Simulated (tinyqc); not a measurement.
CCSD on RHF in the sto-3g basis, for H3-, spin multiplicity 1, step by step. The basis has no diffuse functions, so it cannot describe the extra electron: this is an exercise in the method, not the real anion. One step of it, computed by the program tinyqc.

Question. Iteration 7 (converged): orbitals. Diagonalise F' = X^T F X, C = X C', fill 2 alpha and 2 beta electrons from the bottom; D = 2 C_occ C_occ^T. Each column has its largest component positive (the first on a tie).

converged F (hartree):
```
,1H 1s,2H 1s,3H 1s
1H 1s,0.097648,-0.238503,-0.238503
2H 1s,-0.238503,0.107202,-0.061044
3H 1s,-0.238503,-0.061044,0.107202
```

X:
```
,1H 1s,2H 1s,3H 1s
1H 1s,1.226516,-0.304303,-0.304303
2H 1s,-0.304303,1.108126,0.050826
3H 1s,-0.304303,0.050826,1.108126
```

Give: F' = X^T F X; orbital energies; coefficients C; D after iteration 7.

Answer.

F' = X^T F X (hartree):
```
,1,2,3
1,0.512,-0.436,-0.436
2,-0.436,0.302,0.114
3,-0.436,0.114,0.302
```

orbital energies (hartree): MO1 -0.154, MO2 0.188, MO3 1.082

coefficients C:
```
,MO1,MO2,MO3
1H 1s,0.518,0.000,1.192
2H 1s,0.395,0.748,-0.780
3H 1s,0.395,-0.748,-0.780
```

D after iteration 7:
```
,1H 1s,2H 1s,3H 1s
1H 1s,0.536,0.408,0.408
2H 1s,0.408,1.429,-0.807
3H 1s,0.408,-0.807,1.429
```
